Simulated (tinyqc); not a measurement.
What moves the results: periodic multilayer mirror for extreme ultraviolet light. A value that a table varies takes the place of the one given here.

s polarisation, vacuum above. q_j = sqrt(N_j^2 - sin^2 theta); interface r_jk = (q_j - q_k)/(q_j + q_k) exp(-2 (2 pi/lam)^2 q_j q_k sg^2) (Nevot-Croce; sg = 0 if not given); phase factor of a layer x_j = exp(4 pi i q_j d_j/lam). Each period has the spacer (thickness (1 - Gm) L) on top of the absorber (Gm L). In this recursion R is the amplitude; R in tables and results is the reflectance, its squared modulus. The substrate is of the spacer material. Starting with R = 0 in it, each interface upward gives R -> (r + R x)/(1 + r R x), x that of the layer below the interface (1 for the substrate).

Parameters, chosen for this exercise (optical constants near those of Mo and Si at 13.5 nm; the results hold for these values, not for the real material): lam = 13.5 nm (wavelength); dA = (0.0767, 0.00671) (delta and beta of the absorber, N = 1 - delta + i beta); dS = (0.0011, 0.00178) (delta and beta of the spacer and the substrate); L = 6.86 nm (period); Gm = 0.35 (absorber share of the period); theta = 0 degrees (angle from the normal); sg = 0.2 nm (interface roughness); Np = 20 (periods).

## Number of periods

The last column sets both beta to zero.

Reflectance:
```
periods      R  R without absorption
5        0.091                 0.102
10       0.273                 0.329
15       0.439                 0.556
20       0.556                 0.726
30       0.673                 0.905
40       0.712                 0.968
50       0.724                 0.990
60       0.728                 0.997
80       0.729                 1.000
100      0.730                 1.000
```

What does this show, and why?

R reaches 0.712 at 40 periods and 0.730 at 100; it stays within 0.01 of the last value from 50 periods on. Without absorption the last value is 1.000: absorption, not the count of layers, caps the mirror, and the roughness, which weakens each reflection, lowers that cap further.

## Wavelength

The optical constants are held fixed.

Reflectance:
```
lam (nm)      R
12.9      0.231
13.0      0.362
13.1      0.461
13.2      0.525
13.3      0.561
13.4      0.572
13.5      0.556
13.6      0.509
13.7      0.424
13.8      0.297
13.9      0.153
14.0      0.043
14.1      0.005
14.2      0.017
14.3      0.040
```

How do the results move?

The largest value listed is 0.572 at 13.4 nm, against lam_B = 2 L Re(mean q) = 13.342 nm; the peak lies on the long side, where the nodes of the standing wave fall in the absorber. R exceeds half of that from 13 to 13.8 nm of the wavelengths listed, at least 5.9 % of the wavelength; a chain of ten mirrors narrows it, since R^10 falls to half where R has lost only 7 %.

## Absorber share

For each Gm the period is set so that lam_B = 2 L Re(mean q) equals lam - 0.09 nm.

Results:
```
Gm    L (nm)      R
0.15   6.789  0.246
0.20   6.816  0.360
0.25   6.842  0.454
0.30   6.868  0.523
0.35   6.895  0.570
0.40   6.922  0.597
0.45   6.949  0.609
0.50   6.976  0.608
0.60   7.032  0.570
0.70   7.088  0.477
```

How do the results move?

The largest value listed is 0.609 at 0.45. The contrast of a period goes as sin(pi Gm) and is largest at 0.5, while the loss grows with Gm; R is 0.608 at 0.5, 0.523 at 0.3 and 0.477 at 0.7. Contrast counts most here, so the best share lies near 0.5, a little below it through absorption.

## Angle of incidence

Results:
```
theta (degrees)  lam_B (nm)      R
0                    13.342  0.556
2                    13.333  0.554
4                    13.307  0.546
6                    13.264  0.528
8                    13.204  0.490
10                   13.127  0.419
12                   13.033  0.295
14                   12.922  0.126
16                   12.794  0.012
18                   12.649  0.027
20                   12.488  0.063
```

What can be read from the table?

lam_B = 2 L Re(mean q) falls with the angle, from 13.342 to 12.488 nm; the largest value listed is 0.556 at 0 degrees. R stays above 90 % of that value at 0, 2, 4 and 6 degrees, which bounds the cone of light that a mask or mirror with this period accepts.

## Tolerances

R of the mirror, and R^10 for a chain of ten such mirrors. Each row changes one parameter from the base and keeps the others.

Results:
```
case                         R     R^10
base                    0.5562  0.00283
L = 6.9 nm              0.5708  0.00367
Gm = 0.39               0.5682  0.00351
theta = 2 degrees       0.5540  0.00272
sg = 0.4 nm             0.5280  0.00168
dA = (0.0767, 0.00805)  0.5414  0.00217
lam = 13.55 nm          0.5371  0.00200
```

What does this show?

The largest shifts from the base row, up to three for each result and ties (the steps differ in size, so this ranks the rows, not the parameters). R: sg -0.0282, lam -0.0190, dA -0.0147. R^10: sg -0.00115, L +0.000839, lam -0.000833.

Computed by tinyqc, a small Python program: `OMP_NUM_THREADS=1 python tinyqc.py 1651908 1651909 out.jsonl` (the numbers bound the seed that draws the inputs); one thread of a shared host (Intel(R) Xeon(R) Processor @ 2.30GHz), about 0.01 s for the whole set of steps.
